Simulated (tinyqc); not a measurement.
Strain-driven roughening and islands of a mismatched epitaxial film: one step, computed by the program tinyqc.

Film and substrate share isotropic elastic constants; the film is coherent and biaxially strained.

Question. A ripple of given wavelength. A ripple A cos(k x) has the surface chemical potential per volume [gamma k^2 - 2 (1 + nu) w k] A cos(k x), so k_c = 2 (1 + nu) w/gamma. With surface diffusion the amplitude grows at the rate q = B k^2 [2 (1 + nu) w k - gamma k^2], fastest at k_m = (3/4) k_c. B is the surface mobility. Stress at the trough = stress x (1 + 2 k A).

Inputs (values chosen for the exercise, modelled on Si(0.5)Ge(0.5) on Si): Poisson ratio nu = 0.24; surface energy gamma = 1.14 J/m^2; surface mobility D_s nu_s Omega^2/(k_B T) = 6.4e-34 m^6/(J s); initial ripple amplitude A0 = 0.096 nm; ripple wavelength over the critical one = 2.3.

Transport: surface diffusion.

k_c = 0.1587292 1/nm

energy density w = 72.96421 MJ/m^3

growth time 1/q at k_m = 20.47220 s

Give: k; rate q; q over the largest rate; stress concentration at A0.

Answer.

k = 0.069013 1/nm

rate q = 0.021515 1/s

q over the largest rate = 0.44046

stress concentration at A0 = 1.0133

The ripple grows.
